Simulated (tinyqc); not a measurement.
Inside a calculation. Method: plane-wave Kohn-Sham cycle with exchange-only LDA in a layered model solid. Computed by tinyqc, a small Python program that keeps every step. Settings: points = 16, plane-wave index or count = 3, electrons = 4, k points = 1, area = 22.0, mixing = 0.8, iteration cap = 57. Command: `OMP_NUM_THREADS=1 python tinyqc.py 26042 26043 out.jsonl` (the two numbers bound the seeds that draw the settings). One thread of a shared host (Intel(R) Xeon(R) Processor @ 2.60GHz), about 0.02 s of CPU time with the checks. Later iterations appear only in the table of the cycle.

## Iteration 1: potential

A solid whose potential varies along x alone (atomic units):
```
parameter                      value
period a                   10.800000
cross-section of the cell  22.000000
electrons per cell                 4
grid points                       16
plane waves -n..n, n               3
k points                           1
V1 in V1 cos(2 pi x/a)     -0.590000
```

density at the start, on the grid x_j = j a/N (e/bohr^3): [0.0168350, 0.0168350, 0.0168350, 0.0168350, 0.0168350, 0.0168350, 0.0168350, 0.0168350, 0.0168350, 0.0168350, 0.0168350, 0.0168350, 0.0168350, 0.0168350, 0.0168350, 0.0168350]

V_H(G) = 4 pi rho(G)/G^2 for G != 0 (uniform background); v_x = -(3 rho/pi)^(1/3); V = V_ext + V_H + v_x; Fourier components f(G_m) = (1/N) sum_j f(x_j) exp(-i G_m x_j).

Potentials on the grid (hartree):
```
x            V_ext      V_H       v_x         V
0.00000   -0.59000  0.00000  -0.25238  -0.84238
0.67500   -0.54509  0.00000  -0.25238  -0.79747
1.35000   -0.41719  0.00000  -0.25238  -0.66958
2.02500   -0.22578  0.00000  -0.25238  -0.47817
2.70000          0  0.00000  -0.25238  -0.25238
3.37500    0.22578  0.00000  -0.25238  -0.02660
4.05000    0.41719  0.00000  -0.25238   0.16481
4.72500    0.54509  0.00000  -0.25238   0.29271
5.40000    0.59000  0.00000  -0.25238   0.33762
6.07500    0.54509  0.00000  -0.25238   0.29271
6.75000    0.41719  0.00000  -0.25238   0.16481
7.42500    0.22578  0.00000  -0.25238  -0.02660
8.10000          0  0.00000  -0.25238  -0.25238
8.77500   -0.22578  0.00000  -0.25238  -0.47817
9.45000   -0.41719  0.00000  -0.25238  -0.66958
10.12500  -0.54509  0.00000  -0.25238  -0.79747
```

V(G_m), m = 0, 1, 2, ... (hartree): [-0.25238, -0.29500, 0.00000, 0.00000, 0.00000, 0.00000, 0.00000]

## Iteration 1: Hamiltonian at one k

k = 0.00000 2 pi / a

H(m,m') = (k + G_m)^2/2 delta + V(G_m - G_m'), with V(-G) = V(G).

H (hartree), order -3, -2, -1, +0, +1, +2, +3:
$$\begin{pmatrix}
1.27070 & -0.29500 & 0.00000 & 0.00000 & 0.00000 & 0.00000 & 0.00000 \\
-0.29500 & 0.42454 & -0.29500 & 0.00000 & 0.00000 & 0.00000 & 0.00000 \\
0.00000 & -0.29500 & -0.08315 & -0.29500 & 0.00000 & 0.00000 & 0.00000 \\
0.00000 & 0.00000 & -0.29500 & -0.25238 & -0.29500 & 0.00000 & 0.00000 \\
0.00000 & 0.00000 & 0.00000 & -0.29500 & -0.08315 & -0.29500 & 0.00000 \\
0.00000 & 0.00000 & 0.00000 & 0.00000 & -0.29500 & 0.42454 & -0.29500 \\
0.00000 & 0.00000 & 0.00000 & 0.00000 & 0.00000 & -0.29500 & 1.27070
\end{pmatrix}$$

## Iteration 1: levels at that k

Diagonalise the Hermitian matrix.

eigenvalues (hartree): [-0.63015, -0.22923, 0.09041, 0.47224, 0.52989, 1.36908, 1.36956]

## Iteration 1: new density

Motion across x is left out: the lowest 2 band(s) hold two electrons at each of the k points (j + 1/2)/nk - 1/2. Residual R = rho(out) - rho(in); rho(new) = rho(in) + 0.8 R. rho(out) = 2/(a A nk) sum |psi|^2 with psi = sum c exp(i G x). Harris energy E = band energy - dV sum rho (V_H/2 + v_x) + (3/4) dV sum rho v_x with rho(in), dV = a A/N, band energy = (2/nk) sum of the filled levels.

rho(out) (e/bohr^3): [0.0327537, 0.0362327, 0.0371477, 0.0266311, 0.0126729, 0.0042591, 0.0011398, 0.0002171, 0.0000057, 0.0002171, 0.0011398, 0.0042591, 0.0126729, 0.0266311, 0.0371477, 0.0362327]

density after iteration 1 (e/bohr^3): [0.0295700, 0.0323532, 0.0330851, 0.0246719, 0.0135053, 0.0067743, 0.0042788, 0.0035407, 0.0033716, 0.0035407, 0.0042788, 0.0067743, 0.0135053, 0.0246719, 0.0330851, 0.0323532]

energy per cell = -1.4663658 hartree

## Iteration 2: potential

As before.

Potentials on the grid (hartree):
```
x            V_ext       V_H       v_x         V
0.00000   -0.59000   0.61731  -0.30451  -0.27720
0.67500   -0.54509   0.57927  -0.31378  -0.27960
1.35000   -0.41719   0.45339  -0.31613  -0.27993
2.02500   -0.22578   0.23927  -0.28668  -0.27318
2.70000          0  -0.01842  -0.23451  -0.25293
3.37500    0.22578  -0.25939  -0.18633  -0.21994
4.05000    0.41719  -0.44482  -0.15987  -0.18750
4.72500    0.54509  -0.55915  -0.15009  -0.16416
5.40000    0.59000  -0.59762  -0.14766  -0.15528
6.07500    0.54509  -0.55915  -0.15009  -0.16416
6.75000    0.41719  -0.44482  -0.15987  -0.18750
7.42500    0.22578  -0.25939  -0.18633  -0.21994
8.10000          0  -0.01842  -0.23451  -0.25293
8.77500   -0.22578   0.23927  -0.28668  -0.27318
9.45000   -0.41719   0.45339  -0.31613  -0.27993
10.12500  -0.54509   0.57927  -0.31378  -0.27960
```

V(G_m), m = 0, 1, 2, ... (hartree): [-0.23418, -0.03167, 0.00895, 0.00118, -0.00022, -0.00008, 0.00022]

## Iteration 2: Hamiltonian at one k

k = 0.00000 2 pi / a

As before.

H (hartree), order -3, -2, -1, +0, +1, +2, +3:
$$\begin{pmatrix}
1.28890 & -0.03167 & 0.00895 & 0.00118 & -0.00022 & -0.00008 & 0.00022 \\
-0.03167 & 0.44274 & -0.03167 & 0.00895 & 0.00118 & -0.00022 & -0.00008 \\
0.00895 & -0.03167 & -0.06495 & -0.03167 & 0.00895 & 0.00118 & -0.00022 \\
0.00118 & 0.00895 & -0.03167 & -0.23418 & -0.03167 & 0.00895 & 0.00118 \\
-0.00022 & 0.00118 & 0.00895 & -0.03167 & -0.06495 & -0.03167 & 0.00895 \\
-0.00008 & -0.00022 & 0.00118 & 0.00895 & -0.03167 & 0.44274 & -0.03167 \\
0.00022 & -0.00008 & -0.00022 & 0.00118 & 0.00895 & -0.03167 & 1.28890
\end{pmatrix}$$

## Iteration 2: levels at that k

As before.

eigenvalues (hartree): [-0.24486, -0.07602, -0.04757, 0.44351, 0.44382, 1.28994, 1.29039]

## Iteration 2: new density

As before.

rho(out) (e/bohr^3): [0.0138633, 0.0164413, 0.0220788, 0.0261371, 0.0251008, 0.0191574, 0.0114999, 0.0056043, 0.0034579, 0.0056043, 0.0114999, 0.0191574, 0.0251008, 0.0261371, 0.0220788, 0.0164413]

density after iteration 2 (e/bohr^3): [0.0170047, 0.0196237, 0.0242801, 0.0258441, 0.0227817, 0.0166808, 0.0100556, 0.0051916, 0.0034406, 0.0051916, 0.0100556, 0.0166808, 0.0227817, 0.0258441, 0.0242801, 0.0196237]

energy per cell = -0.9808645 hartree

## Convergence

Stop when sqrt(dV sum R^2) is below 1e-8, dV = a A/N.

Course of the cycle:
```
iteration  E (hartree)  norm of the residual
1           -1.4663658              2.34e-01
2           -0.9808645              1.58e-01
3           -0.9968962              1.16e-01
4           -0.9354346              8.74e-02
5           -0.9338499              6.95e-02
6           -0.9174332              5.28e-02
7           -0.9149421              4.18e-02
8           -0.9100401              3.20e-02
9           -0.9086948              2.52e-02
10          -0.9071315              1.94e-02
11          -0.9065419              1.52e-02
...                ...                   ...
47          -0.9053561              8.39e-06
48          -0.9053561              1.54e-05
49          -0.9053561              2.86e-05
50          -0.9053561              5.33e-05
51          -0.9053561              9.95e-05
52          -0.9053562              1.86e-04
53          -0.9053564              3.46e-04
54          -0.9053571              6.46e-04
55          -0.9053597              1.21e-03
56          -0.9053687              2.25e-03
57          -0.9053999              4.19e-03
```

Not converged within 57 iterations: the residual wanders without falling. Reruns (cap 100 unless said): mixing 0.1: not converged; mixing 0.5, Kerker q0 1.0: converged in 71 (E = -0.90536); mixing 0.3, Pulay depth 5: converged in 13 (E = -0.90536); the original settings with a cap of 400: not converged.
